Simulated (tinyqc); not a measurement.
Absorption spectrum: gated graphene: carriers, quantum capacitance and optical conductivity.

Conductivity over sigma0 = e^2/(4 hbar): interband Re = sinh(E/2kT)/(cosh(mu/kT) + cosh(E/2kT)); intraband Re = (8 kT/pi) ln(2 cosh(mu/2kT)) Gm/(E^2 + Gm^2). A free sheet absorbs about pi alpha_f Re(sigma/sigma0), alpha_f the fine-structure constant (alpha among the constants).

Constants: kB = 8.617333262e-05 eV/K; fine-structure constant alpha = 0.007297352564.

Parameters, chosen for this exercise (out of a larger set: Fermi velocity near that of graphene, gate dielectric near hBN; not measured data): T = 400 K; Gm = 10 meV (intraband damping).

mu = -0.12518 eV

Results:
```
E (eV)  interband  intraband  absorption (%)
0.025      0.0186     2.2300           5.155
0.050      0.0392     0.6218           1.515
0.088      0.0793     0.2061           0.654
0.125      0.1353     0.1028           0.546
0.175      0.2490     0.0526           0.691
0.213      0.3666     0.0356           0.922
0.250      0.4980     0.0258           1.201
0.288      0.6328     0.0195           1.495
0.325      0.7468     0.0153           1.747
0.401      0.8988     0.0100           2.084
0.501      0.9743     0.0064           2.248
0.751      0.9993     0.0029           2.297
```

The edge lies at 2|mu| = 0.250 eV and, for |mu| above about 3 kT (here 3.6), rises from 10 % to 90 % over about 8.8 kT = 0.303 eV. The absorption is lowest, 0.546 %, at 0.125 eV of those listed, between the Drude tail and the edge; at the last row it is 2.297 % against pi alpha_f = 2.293 %. The thin-sheet formula fails where the absorption is large, and trigonal warping matters above about 1.5 eV.

Run: tinyqc, `OMP_NUM_THREADS=1 python tinyqc.py 1680004 1680005 out.jsonl`; Intel(R) Xeon(R) Processor @ 2.30GHz, one thread, shared host; about 0.01 s of CPU time with all checks.
